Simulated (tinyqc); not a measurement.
Worked calculation: tight binding, honeycomb lattice. Computed by tinyqc, a small Python program that keeps every step. Settings: t1 = 2.46, t2 = 0.28, phi = -1.5, delta = 2.35, points = 7. Command: `OMP_NUM_THREADS=1 python tinyqc.py 31402 31403 out.jsonl` (the two numbers bound the seeds that draw the settings). One thread of a shared host (Intel(R) Xeon(R) Processor @ 2.60GHz), about 0.01 s of CPU time with the checks.

## Bloch Hamiltonian at k

Parameters chosen for this model:
```
parameter      value                        unit
t1          2.460000                 eV, nearest
t2          0.280000       eV, second neighbours
phi        -1.500000  rad, phase of t2 (Haldane)
delta       2.350000          eV, +/- on A and B
```

k point k (fractions of the reciprocal vectors): 0.18000  -0.02000

H_AB = -t1 (1 + exp(-i k.a1) + exp(-i k.a2)); H_AA = delta - 2 t2 sum cos(k.b + phi), H_BB = -delta - 2 t2 sum cos(k.b - phi), b = a1, a2 - a1, -a2.

H(k) at k (eV):
```
                   A                  B
A            2.23741  -5.94802+1.91755i
B  -5.94802-1.91755i           -2.37422
```

## Levels at k

Diagonalise the Hermitian matrix.

eigenvalues (eV): -6.72969  6.59288

weights |c|^2 of the basis functions:
```
    band 1   band 2
A  0.32692  0.67308
B  0.67308  0.32692
```

## Bloch Hamiltonian at K

k point K (fractions of the reciprocal vectors): 0.33333  0.66667

As before.

H(k) at K (eV):
```
         A         B
A  0.95814   0.00000
B  0.00000  -0.83930
```

## Levels at K

As before.

eigenvalues (eV): -0.83930  0.95814

weights |c|^2 of the basis functions:
```
    band 1   band 2
A  0.00000  1.00000
B  1.00000  0.00000
```

## Bands along a path

The same steps at evenly spaced points between the labelled ones.

Bands along the path (eV):
```
k            band 1   band 2
G          -7.86396  7.62628
G-K 0.33   -6.66763  6.53249
G-K 0.67   -3.59052  3.63745
K          -0.83930  0.95814
K-M 0.33   -1.64429  1.75191
K-M 0.67   -2.65185  2.74006
M          -3.36246  3.44169
M-K' 0.33  -3.72884  3.81705
M-K' 0.67  -3.79390  3.90153
K'         -3.74186  3.86070
```

With 1 band(s) filled, the highest filled level on these points lies at K and the lowest empty one at K: a gap of 1.7974 eV, direct.

## Chern number of the lower band

On a 7 x 7 mesh, the phase of the product of overlaps around each plaquette (k1 then k2); the sum over 2 pi is an integer.

plaquette phases (rad):
```
          1         2         3         4         5         6         7
1   0.00000  -0.01563  -0.04291   0.01126   0.06373   0.01479   0.00581
2   0.01779   0.01601  -0.00578  -0.11930  -0.08538   0.01811   0.01479
3   0.05912   0.06075   0.06185  -0.03655  -0.97234  -0.08538   0.06373
4   0.09276   0.12560   0.14275   0.12634  -0.03655  -0.11930   0.01126
5  -0.02420   0.06880   0.15940   0.14275   0.06185  -0.00578  -0.04291
6  -0.04442  -0.03972   0.06880   0.12560   0.06075   0.01601  -0.01563
7  -0.01966  -0.04442  -0.02420   0.09276   0.05912   0.01779   0.00000
```

Chern number = 0.00000
